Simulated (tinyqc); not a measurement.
Strained Delta valleys, repopulation and conductivity mass: two steps of the calculation.

A cubic crystal with three pairs of conduction valleys along x, y and z under uniaxial stress X along [001] (X > 0 is tension); current along [110]. Non-degenerate electrons, fixed total density, one relaxation time for all valleys and stresses, masses unchanged by strain, so the mobility goes as the mean inverse mass.

Values chosen for this exercise; values close to those of silicon:

| symbol | value | unit | meaning |
|---|---|---|---|
| s11 | 7.53 | 1/TPa | compliance |
| s12 | -2.12 | 1/TPa | compliance |
| s44 | 12.6 | 1/TPa | compliance |
| ml | 0.938 | m0 | longitudinal mass |
| mt | 0.192 | m0 | transverse mass |
| X | -1000 | MPa | uniaxial stress (tension positive) |

Problem 1. Strain tensor. Stress s_ij = X a_i a_j with a the unit vector along [001]; strain e_ii = s11 s_ii + s12 (s_jj + s_kk), e_ij = s44 s_ij/2.

Give: strain.

Solution 1.

strain (%):
```
         x        y         z
x  0.21200  0.00000   0.00000
y  0.00000  0.21200   0.00000
z  0.00000  0.00000  -0.75300
```

Problem 2. Conductivity mass and mobility. Inverse mass along the current d = [110]: (n.d)^2/ml + (1 - (n.d)^2)/mt; mu/mu0 = sum f (1/m) over the plain mean of 1/m.

share f, valley x to z: 0.02668749  0.02668749  0.94662502

Find: 1/m along d; conductivity mass; unstrained value; mu/mu0.

Solution 2.

1/m along d, valley x to z (1/m0): 3.137  3.137  5.208
conductivity mass = 0.1962 m0
unstrained value = 0.2613 m0
mu/mu0 = 1.332

The possible range, all electrons in one kind of valley, is 0.820 to 1.36.

Program tinyqc, `OMP_NUM_THREADS=1 python tinyqc.py 2530142 2530143 out.jsonl`; Intel Xeon 2.30GHz, shared host, one thread, about 0.01 s.
